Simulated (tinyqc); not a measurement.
Threshold-voltage variability of a planar MOSFET, analytic estimates: a gate of 4 grains.

Three independent sources add in quadrature: random dopants in the depleted layer, metal-gate grains of two orientations, and roughness of the two gate edges acting through the roll-off VT = VT(long) - Vr exp(-L/l). These are first-order estimates: no three-dimensional electrostatics, no percolation.

Each of 4 equal grains has the higher work function with probability p; the threshold shift is dW (j/4 - p) for j such grains, and the off current changes by exp(-shift/(n Vt)).

Inputs (values chosen for the exercise); material values those of a made-up semiconductor: temperature T = 273 K; work-function difference of the two grain orientations dW = 0.3 eV; share of the orientation of higher work function p = 0.3; subthreshold factor n = 1.43.

Constants: q = 1.602176634e-19 C, kB = 1.380649e-23 J/K, Vt = kB T/q. Results are converted to the units shown.

Distribution:
```
j  probability  shift (mV)  Ioff factor  probability x factor
0       0.2401       -90.0        14.52                 3.485
1       0.4116       -15.0        1.562                0.6429
2       0.2646        60.0       0.1680               0.04446
3      0.07560       135.0      0.01808              0.001367
4     0.008100       210.0     0.001945              1.576e-5
```

What does the comparison show?

The standard deviation is dW sqrt(p (1 - p)/4) = 68.7 mV. The mean off current is 4.17 times the nominal one; the log-normal formula exp(s^2/(2 (n Vt)^2)) gives 8.06. Devices with j = 0, 24 % of all, carry 84 % of the mean leakage.

Program tinyqc, `OMP_NUM_THREADS=1 python tinyqc.py 2090122 2090123 out.jsonl`; Intel Xeon 2.30GHz, shared host, one thread, about 0.01 s.
